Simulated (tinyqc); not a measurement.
Channel length: inversion-layer mobility, back-scattering and ballistic limit of a field-effect transistor. Computed by tinyqc, a small Python program. Command: `OMP_NUM_THREADS=1 python tinyqc.py 3004586 3004587 out.jsonl mos walk`. One thread of a shared host (Intel(R) Xeon(R) Processor @ 2.30GHz), about 0.01 s of CPU time with the checks.

The charge at the top of the source barrier is fixed by the gate; series resistance and short-channel effects are left out. F_j are Fermi integrals normalised to exp(eta) in the classical limit.

Inputs (values chosen for the exercise, modelled on a 4H-SiC n-channel):
```
quantity                                       value        unit
transport mass m                                0.29         m_0
valley degeneracy g_v                              3           -
weight w of the inversion charge                 0.5           -
permittivity eps                                 9.7           -
phonon mobility at 1 MV/cm and 300 K, mu_ph       99  cm^2/(V s)
roughness mobility at 1 MV/cm, mu_sr              51  cm^2/(V s)
Coulomb mobility at N_inv = 1e12/cm^2, mu_C       39  cm^2/(V s)
electrical oxide thickness t_inv                 4.2          nm
depletion charge N_dep                       8.7e+11      1/cm^2
gate overdrive V_G - V_T                        0.51           V
drain voltage V_D                               0.97           V
exponent a of the critical length               0.77           -
temperature T                                    300           K
```

Statistics at the top of the barrier: Fermi-Dirac.

Constants: eps_0 = 8.8541878128e-12 F/m; e = 1.602176634e-19 C; m_0 = 9.1093837015e-31 kg; k_B = 1.380649e-23 J/K; hbar = 1.054571817e-34 J s; k_B = 8.617333262e-05 eV/K.

Method:
- N_inv = 3.9 eps_0 (V_G - V_T)/(e t_inv); effective field E_eff = e (N_dep + w N_inv)/(eps eps_0).
- mu_phonon = mu_ph (E_eff/1 MV/cm)^(-0.3) (T/300 K)^(-1.75); mu_rough = mu_sr (E_eff/1 MV/cm)^(-2); mu_Coulomb = mu_C (N_inv/1e12 cm^-2) (T/300 K); Matthiessen's rule adds 1/mu.
- F_j(eta) = (1/Gamma(j + 1)) int_0^infinity x^j/(1 + exp(x - eta)) dx, F_0 = ln(1 + exp(eta)). Integrals over x = E/(k_B T) use 160 Gauss-Legendre points in u = sqrt(x) from 0 to sqrt(max(eta, 0) + 32).
- Ballistic channel: N_2D = g_v m k_B T/(pi hbar^2), U = e V_D/(k_B T); eta_F solves N_inv = (N_2D/2)[F_0(eta_F) + F_0(eta_F - U)]; v_T = sqrt(2 k_B T/(pi m)); I/W = e (N_2D/2) v_T [F_1/2(eta_F) - F_1/2(eta_F - U)]; injection velocity v_T F_1/2(eta_F)/F_0(eta_F).
- Mean free path lambda = (2 k_B T/e)(mu/v_T) F_0(eta_0)/F_-1/2(eta_0), with eta_0 from N_inv = N_2D F_0(eta_0); critical length l = L (1 + U)^(-a), an empirical rule; back-scattering r = l/(l + lambda). Then eta solves N_inv = (N_2D/2)[(1 + r) F_0(eta) + (1 - r) F_0(eta - U)] and I/W = e (N_2D/2) v_T (1 - r)[F_1/2(eta) - F_1/2(eta - U)].
- The last column is the long-channel law e N_inv mu V/L with V = V_D - V_D^2/(2 V_ov) below pinch-off and V_ov/2 above, V_ov = V_G - V_T.

inversion density N_inv = 2.61712e+12 1/cm^2

effective mobility mu = 48.2022 cm^2/(V s)

ballistic current I/W = 453.757 microampere/micrometre

Currents (microampere/micrometre):
```
L (nm)        r     I/W  ballistic ratio  long-channel law
5       0.10224  366.91          0.80860            1030.8
10      0.18551  307.95          0.67866             515.4
20      0.31296  233.04          0.51357             257.7
40      0.47673  156.75          0.34546             128.8
80      0.64565   94.73          0.20877              64.4
160     0.78468   52.88          0.11654              32.2
400     0.90109   22.74          0.05012              12.9
1000    0.95794    9.38          0.02067               5.2
```

What does the comparison show, and why?

The current scales as L^-0.97 at the long end and as L^-0.25 at the short end, where it reaches 81 % of the ballistic 454. The long-channel law passes the ballistic limit between 10.0 and 20.0 nm and has no meaning below. At 1000 nm the model gives 1.82 times the long-channel law; the rule for l is a fit for short devices and fails wherever the model exceeds that law. Raising mu by 10 % at 20 nm raises I by 4.6 %.

Extremes, crossings and ranges named in words are read from the listed rows.
